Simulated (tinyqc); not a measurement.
Inside a calculation. Method: one-electron ion in a basis of Gaussians. One step of it, computed by the program tinyqc.

Task: Matrices over normalised Gaussians. With p = a_i + a_j and I(k) = Gamma((k+1)/2) / (2 p^((k+1)/2)): S = I(2l+2), T = (2l+3) a_i a_j S / p, V = -Z I(2l+1), each divided by sqrt(S_ii S_jj).

exponents of r^l exp(-a r^2) (1/bohr^2): 0.735500  1.229000

Z = 4

l = 0

Give: S; T; V.

Result:

S:
```
       1      2
1  1.000  0.952
2  0.952  1.000
```

T (hartree):
```
       1      2
1  1.103  1.315
2  1.315  1.843
```

V (hartree):
```
        1       2
1  -5.474  -6.024
2  -6.024  -7.076
```
